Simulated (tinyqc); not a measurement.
Inside a calculation. Method: RKS/PBE0 in the sto-3g basis, for H3+, spin multiplicity 1. One step of it, computed by the program tinyqc.

Question. Iteration 1: diagonalisation and new density. Diagonalise F' = X^T F X, C = X C', fill 1 alpha and 1 beta electrons from the bottom; D = 2 C_occ C_occ^T. Each column has its largest component positive (the first on a tie).

Kohn-Sham matrix F (hartree):
```
           1H 1s      2H 1s      3H 1s
1H 1s  -0.518989  -0.246474  -0.211487
2H 1s  -0.246474  -0.518874  -0.211615
3H 1s  -0.211487  -0.211615  -0.556567
```

X:
```
           1H 1s      2H 1s      3H 1s
1H 1s   1.029545  -0.106399  -0.083545
2H 1s  -0.106399   1.029565  -0.083628
3H 1s  -0.083545  -0.083628   1.023302
```

Give: F' = X^T F X; orbital energies; coefficients C; D after iteration 1.

Answer.

F' = X^T F X (hartree):
```
         1        2        3
1  -0.4733  -0.1216  -0.0961
2  -0.1216  -0.4731  -0.0962
3  -0.0961  -0.0962  -0.5211
```

orbital energies (hartree): MO1 -0.6988, MO2 -0.4171, MO3 -0.3516

coefficients C:
```
          MO1      MO2      MO3
1H 1s  0.4677  -0.4642  -0.8025
2H 1s  0.4676  -0.4619   0.8040
3H 1s  0.5280   0.8845  -0.0013
```

D after iteration 1:
```
        1H 1s   2H 1s   3H 1s
1H 1s  0.4375  0.4373  0.4938
2H 1s  0.4373  0.4372  0.4937
3H 1s  0.4938  0.4937  0.5575
```
